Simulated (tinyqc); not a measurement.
Changing the mean distance of the electrons z0 = 3/b: scattering of inversion-layer electrons by surface optical phonons of the gate insulator (remote phonon scattering). Computed by tinyqc, a small Python program. Command: `OMP_NUM_THREADS=1 python tinyqc.py 3111022 3111023 out.jsonl sophonon sweep`. One thread of a shared host (Intel(R) Xeon(R) Processor @ 2.30GHz), about 0.05 s of CPU time with the checks.

One subband with the Fang-Howard envelope; insulator and channel are half-spaces, the gate is far away, and an interlayer only moves the polar surface away by t (its own modes and its permittivity contrast are left out).

Inputs (values chosen for the exercise, modelled on SiO2 on germanium):

| quantity | value | unit |
|---|---|---|
| static constant of the insulator eps_0s | 3.92 | - |
| intermediate constant eps_i | 3.08 | - |
| optical constant eps_inf | 2.47 | - |
| hbar omega_TO1 | 55 | meV |
| hbar omega_TO2 | 138 | meV |
| constant of the channel eps_s | 16.2 | - |
| in-plane mass m | 0.121 | m_0 |
| valleys g_v | 4 | - |
| sheet density n | 1.7e+12 | 1/cm^2 |
| interlayer thickness t | 0.92 | nm |
| temperature T | 300 | K |
| electron energy E | 44 | meV |
| mobility from other processes | 580 | cm^2/(V s) |

Screening by the channel electrons: static.

Constants: k_B = 8.617333262e-05 eV/K; hbar^2/(2 m_0) = 3.80998212 eV angstrom^2; e^2/(4 pi eps_0) = 14.39964548 eV angstrom; hbar = 6.582119569e-16 eV s; e = 1.602176634e-19 C; m_0 = 9.1093837015e-31 kg.

Method:
- eps(w) = eps_inf + (eps_0s - eps_i) w1^2/(w1^2 - w^2) + (eps_i - eps_inf) w2^2/(w2^2 - w^2). Surface modes solve eps(w) + eps_s = 0, a quadratic in w^2; the strength of a mode is g = 2/(w d eps/dw).
- Occupation N = 1/(exp(hbar w/(k_B T)) - 1).
- Density of states D = g_v m/(pi hbar^2); eta = E_F/(k_B T) = ln(exp(n/(D k_B T)) - 1); screening wave number q_s = e^2 D/(2 eps_0 eps_avg) x 1/(1 + exp(-eta)), eps_avg = (eps_s + eps_inf)/2; b = 3/z0.
- For a mode of strength g, without the occupation factor, Area x |M(q)|^2 = e^2 hbar w g/(2 eps_0 q) x (b/(b + q))^6 exp(-2 q t) / (1 + (q_s/q) H(q))^2, H = (1 + 9 x/8 + 3 x^2/8)/(1 + x)^3, x = q/b.
- Approximate momentum relaxation rate, taking tau v alike in the initial and final states: 1/tau = (m/(2 pi hbar^3)) sum over modes and over absorption (N, E' = E + hbar w) and emission (N + 1, E' = E - hbar w > 0) of [(1 - f(E'))/(1 - f(E))] int_0^(2 pi) Area |M(q)|^2 (1 - cos theta) d theta, q^2 = k^2 + k'^2 - 2 k k' cos theta, f the Fermi function; 48 midpoints in theta from 0 to pi.
- mu = (e/m) int tau E f (1 - f) dE/(k_B T int f dE), by 300 midpoints from 0 to (max(eta, 0) + 14) k_B T; Matthiessen sum with the other processes.

One run for each value:

| mean distance of the electrons z0 = 3/b (nm) | remote-phonon mobility (cm^2/(V s)) | loss of mobility (%) | tau at E (fs) |
|---|---|---|---|
| 0.8 | 4.3489e+05 | 0.13319 | 5.8099e+04 |
| 1.1 | 5.6385e+05 | 0.10276 | 7.6366e+04 |
| 1.5 | 7.7970e+05 | 0.07433 | 1.0712e+05 |
| 2.1 | 1.2157e+06 | 0.04769 | 1.6959e+05 |
| 3.0 | 2.1879e+06 | 0.02650 | 3.0932e+05 |
| 4.1 | 4.0618e+06 | 0.01428 | 5.7827e+05 |
| 5.8 | 9.0592e+06 | 0.00640 | 1.2902e+06 |
| 8.0 | 2.1239e+07 | 0.00273 | 3.0003e+06 |

Describe the trends.

Over the rows, remote-phonon mobility (cm^2/(V s)) rises from 435000 to 2.12e7 (exponent d ln y / d ln x 0.82 between the first rows and 2.6 between the last); loss of mobility (%) falls from 0.133 to 0.00273 (exponent d ln y / d ln x -0.81 between the first rows and -2.6 between the last); tau at E (fs) rises from 58100 to 3.00e6 (exponent d ln y / d ln x 0.86 between the first rows and 2.6 between the last).

Caution (all rows): a relaxation time is only an approximation for inelastic scattering, and static or no screening brackets the true dynamic screening only roughly.
